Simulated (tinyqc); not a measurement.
Worked calculation: thin (001) film in sp3s* tight binding with raised dangling bonds. Values are carried at full precision from step to step, so a last printed digit may differ when a step is redone from the rounded ones.

sp3s* tight binding, nearest neighbours only: anion (a) at 0, cation (c) at a/4 (1,1,1), orbitals s, px, py, pz, s* on each; k in units of 2 pi/a. With phases e_j = exp(i (pi/2) k.n_j) for n = (1,1,1), (1,-1,-1), (-1,1,-1), (-1,-1,1): g0 = (e1+e2+e3+e4)/4, g1 = (e1+e2-e3-e4)/4, g2 = (e1-e2+e3-e4)/4, g3 = (e1-e2-e3+e4)/4. The diagonal holds the levels Esa, Epa, Exa (s*) and Esc, Epc, Exc. Anion-cation block: <sa|sc> = Vss g0; <sa|xc> = Vsapc g1; <xa|sc> = -Vscpa g1; <xa|xc> = Vxx g0; <xa|yc> = <ya|xc> = Vxy g3, <xa|zc> = <za|xc> = Vxy g2, <ya|zc> = <za|yc> = Vxy g1; <s*a|xc> = Vxapc g1; <xa|s*c> = -Vpaxc g1; y and z take g2 and g3 in place of g1; s-s* and s*-s* vanish.

Inputs chosen for the exercise (out of a larger set: near a published set for SiC, fitted to gaps, whose masses and valley positions are rough; not measured data): p = (-8.428, 2.117, -4.855, 4.339, 9.642, 9.342, -12.387, 3.048, 5.937, 9.52, 9.182, 8.689, 4.396) eV (order Esa, Epa, Esc, Epc, Exa, Exc, Vss, Vxx, Vxy, Vsapc, Vscpa, Vxapc, Vpaxc); N = 5 (atomic planes in the small film); dl = 20 eV (shift of the dangling hybrids).

## Bulk edges along [001]

Gap at Gamma and minimum on (0,0,kz), kz from 0.5 to 1, from the bulk Ev. States at zero in-plane momentum come from this line alone.

edges (eV): Gamma 5.8898, Delta 2.3800

kz of the minimum = 1.0000 2 pi/a

## The two blocks of the small film

Planes alternate anion (a), cation (c) along [001], a/4 apart, starting with an anion; zero in-plane momentum; levels counted from the bulk Ev, the lower root of [[Epa, Vxx], [Vxx, Epc]]; no spin-orbit coupling. Block of s, pz, s*: from an anion to the cation above, Vss/2 (s,s), Vsapc/2 (s,z), -Vscpa/2 (z,s), Vxx/2 (z,z), Vxapc/2 (s*,z), -Vpaxc/2 (z,s*); to the cation below the same with the s-z and s*-z signs reversed. Block of u = (px + py)/sqrt2 and v = (px - py)/sqrt2: to the cation above (Vxx + Vxy)/2 for u and (Vxx - Vxy)/2 for v, to the cation below the reverse. Each surface atom has two dangling sp3 hybrids; raising both by dl adds (dl/2) [[1, t], [t, 1]] to its s, pz levels (t = -1 at the bottom face, +1 at the top) and dl to the one of u, v in whose plane the missing bonds lie (v for a bottom anion or a top cation, u for a top anion).

Fill them in.

s, pz, s* block (eV):
```
         sa1      za1    *a1     sc2     zc2     *c2     sa3     za3     *a3     sc4     zc4     *c4
sa1    1.588  -10.000      0  -6.194   4.760       0       0       0       0       0       0       0
za1  -10.000   12.133      0  -4.591   1.524  -2.198       0       0       0       0       0       0
*a1        0        0  9.658       0   4.345       0       0       0       0       0       0       0
sc2   -6.194   -4.591      0  -4.839       0       0  -6.194   4.591       0       0       0       0
zc2    4.760    1.524  4.345       0   4.355       0  -4.760   1.524  -4.345       0       0       0
*c2        0   -2.198      0       0       0   9.358       0   2.198       0       0       0       0
sa3        0        0      0  -6.194  -4.760       0  -8.412       0       0  -6.194   4.760       0
za3        0        0      0   4.591   1.524   2.198       0   2.133       0  -4.591   1.524  -2.198
*a3        0        0      0       0  -4.345       0       0       0   9.658       0   4.345       0
sc4        0        0      0       0       0       0  -6.194  -4.591       0  -4.839       0       0
zc4        0        0      0       0       0       0   4.760   1.524   4.345       0   4.355       0
*c4        0        0      0       0       0       0       0  -2.198       0       0       0   9.358
sa5        0        0      0       0       0       0       0       0       0  -6.194  -4.760       0
za5        0        0      0       0       0       0       0       0       0   4.591   1.524   2.198
*a5        0        0      0       0       0       0       0       0       0       0  -4.345       0

        sa5     za5     *a5
sa1       0       0       0
za1       0       0       0
*a1       0       0       0
sc2       0       0       0
zc2       0       0       0
*c2       0       0       0
sa3       0       0       0
za3       0       0       0
*a3       0       0       0
sc4  -6.194   4.591       0
zc4  -4.760   1.524  -4.345
*c4       0   2.198       0
sa5   1.588  10.000       0
za5  10.000  12.133       0
*a5       0       0   9.658
```

u, v block (eV):
```
       ua1     va1     uc2     vc2     ua3     va3     uc4     vc4     ua5    va5
ua1  2.133       0   4.492       0       0       0       0       0       0      0
va1      0  22.133       0  -1.444       0       0       0       0       0      0
uc2  4.492       0   4.355       0  -1.444       0       0       0       0      0
vc2      0  -1.444       0   4.355       0   4.492       0       0       0      0
ua3      0       0  -1.444       0   2.133       0   4.492       0       0      0
va3      0       0       0   4.492       0   2.133       0  -1.444       0      0
uc4      0       0       0       0   4.492       0   4.355       0  -1.444      0
vc4      0       0       0       0       0  -1.444       0   4.355       0  4.492
ua5      0       0       0       0       0       0  -1.444       0  22.133      0
va5      0       0       0       0       0       0       0   4.492       0  2.133
```

## Levels of the small film

Diagonalise both blocks.

levels of the s, pz, s* block (eV): -18.024  -14.231  -10.910  -4.198  2.927  4.566  5.936  5.973  9.111  9.658  10.991  12.570  15.957  18.753  18.808

levels of the u, v block (eV): -2.159  -2.159  -0.761  -0.761  7.177  7.177  8.595  8.595  22.257  22.257

No level lies between 0 and the bulk edge 2.380 eV; confinement has widened the gap at zero in-plane momentum to 3.688 eV.

## Checks

- Lowest conduction level of 201 planes, with the dangling hybrids shifted far away, against the bulk edge: both 2.380.

(tinyqc, `OMP_NUM_THREADS=1 python tinyqc.py 1480937 1480938 out.jsonl`, Intel(R) Xeon(R) Processor @ 2.30GHz, 1 thread, shared host, about 0.3 s.)
